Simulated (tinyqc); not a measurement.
From etch rate back to HCl added: speciation in dilute and buffered hydrofluoric acid, oxide etch rate and bath loading. Computed by tinyqc, a small Python program. Command: `OMP_NUM_THREADS=1 python tinyqc.py 3121359 3121360 out.jsonl hfetch inv`. One thread of a shared host (Intel(R) Xeon(R) Processor @ 2.30GHz), about 0.01 s of CPU time with the checks.

Concentrations stand for activities, NH4+ and Cl- are spectators, and water ionisation is neglected. H, F and HF2 denote the ions H+, F- and HF2-. The base temperature is 298 K.

Inputs (values chosen for the exercise, of the order of those for thermal oxide at room temperature):

| quantity | value | unit |
|---|---|---|
| HF added | 0.77 | mol/L |
| NH4F added | 0 | mol/L |
| K1 = [H][F]/[HF] | 0.000672 | mol/L |
| K2 = [HF2]/([HF][F]) | 3.69 | L/mol |
| K3 = [H2F2]/[HF]^2 | 0 | L/mol |
| rate constant of neutral HF k_a | 8.1 | nm L/(min mol) |
| rate constant of HF2 k_b | 58 | nm L/(min mol) |
| activation energy | 0.4 | eV |
| temperature error | 0.27 | K |
| oxide removed per wafer | 260 | nm |

Constants: k_B = 8.617333262e-05 eV/K.

Method:
- Fluoride balance: [HF] + [F] + 2 [HF2] + 2 [H2F2] = HF added + NH4F added. Acid balance: [H] + [HF] + [HF2] + 2 [H2F2] = HF added + HCl added. For a trial [H], [HF] = [H][F]/K1, and the fluoride balance is a quadratic in [F].
- The root is refined to 1e-13 in pH = -log10 [H].
- Rate = k_a ([HF] + 2 [H2F2]) + k_b [HF2], an empirical two-term form.
- Time = oxide/rate; a temperature error changes the rate by exp((E_a/k_B)(1/298 - 1/(298 + error))) - 1.

Task: A run gave the result below. Find the HCl added, known to lie between 0.41 and 0.94 mol/L.

etch rate = 6.312632 nm/min

Result:

Each step takes the trial c = (a f_b - b f_a)/(f_b - f_a), f being the result less the target and a, b, c the logarithms of the listed values; c replaces end b, the old b replaces a if the sign of f changed, and otherwise f_a is halved.

Scan of the range:

| HCl added (mol/L) | etch rate (nm/min) |
|---|---|
| 0.410 | 6.37206 |
| 0.471 | 6.35521 |
| 0.541 | 6.34038 |
| 0.621 | 6.32740 |
| 0.713 | 6.31598 |
| 0.819 | 6.30593 |
| 0.940 | 6.29719 |

False position (Illinois rule, in the logarithm of the input) inside the bracket:

| step | end a | end b | trial | etch rate (nm/min) |
|---|---|---|---|---|
| 1 | 0.713000 | 0.819000 | 0.746704 | 6.31248 |
| 2 | 0.713000 | 0.746704 | 0.743891 | 6.31276 |
| 3 | 0.746704 | 0.743891 | 0.745206 | 6.31263 |
| 4 | 0.743891 | 0.745206 | 0.745205 | 6.31263 |

Etch rate falls at every point of a 13-point scan of the range (every second point is shown), so one value fits; it is bracketed by 0.713 and 0.819. Answer: HCl added = 0.7452 mol/L.

Caution: at ionic strengths above about 0.5 mol/L activities differ much from concentrations, so pH and rates are only indicative.
